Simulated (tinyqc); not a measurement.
Angle of incidence: thin-film optics by transfer matrices.

Indices N = n + i k. Snell: N0 sin(theta) = N_j sin(theta_j), with Im(N_j cos theta_j) >= 0. Admittance y_j = N_j cos theta_j for s and N_j/cos theta_j for p. Phase delta_j = 2 pi N_j cos theta_j d_j/lambda. Layer matrix [[cos delta, -i sin delta/y], [-i y sin delta, cos delta]], multiplied from the top down to M. (B, C) = M (1, y_sub); r = (y0 B - C)/(y0 B + C), R = |r|^2, T = 4 Re y0 Re y_sub/|y0 B + C|^2, absorbed in the films 1 - R - T.

Ellipsometry: rho = tan(Psi) exp(i Delta) = -conj(r_p/r_s) with the r of the admittance formula, Delta in 0 to 360 degrees, so that a bare dielectric at small angles gives Delta = 180.

Inputs chosen for the exercise (indices near those of polySi, SiO2 on Si; shifted at random, so the results belong to these values and not to a real crystal): lam = 633 nm (vacuum wavelength); n0 = 1 (ambient index); n = (3.896, 1.475, 3.805) (n of polySi, SiO2, substrate); k = (0.04, 0, 0.021) (k in the same order); d = (76.1, 17.4) nm (thicknesses, top first).

Both polarisations.

Stack:

| theta (degrees) | R_s | R_p | Psi | Delta |
|---|---|---|---|---|
| 0 | 0.4024 | 0.4024 | 45.00 | 180.00 |
| 15 | 0.4171 | 0.3907 | 44.06 | 179.41 |
| 30 | 0.4621 | 0.3524 | 41.13 | 177.54 |
| 45 | 0.5393 | 0.2777 | 35.66 | 173.93 |
| 55 | 0.6103 | 0.2018 | 29.90 | 169.61 |
| 60 | 0.6520 | 0.1556 | 26.04 | 166.11 |
| 65 | 0.6980 | 0.1056 | 21.25 | 160.45 |
| 70 | 0.7487 | 0.0564 | 15.35 | 149.09 |
| 75 | 0.8040 | 0.0215 | 9.29 | 115.33 |
| 80 | 0.8642 | 0.0381 | 11.86 | 43.61 |
| 85 | 0.9295 | 0.2217 | 26.03 | 13.63 |

R_s and R_p agree at normal incidence (0.4024). R_p is lowest at 75 degrees of those listed (0.0215), where R_s = 0.8040; the top face alone would stop reflecting p light at arctan(n/n0) = 75.6 degrees, while the layers and the substrate below set where the minimum falls. R_s rises steadily with the angle.

Computed by tinyqc, a small Python program: `OMP_NUM_THREADS=1 python tinyqc.py 1652708 1652709 out.jsonl` (the numbers bound the seed that draws the inputs); one thread of a shared host (Intel(R) Xeon(R) Processor @ 2.30GHz), about 0.01 s for the whole set of steps.
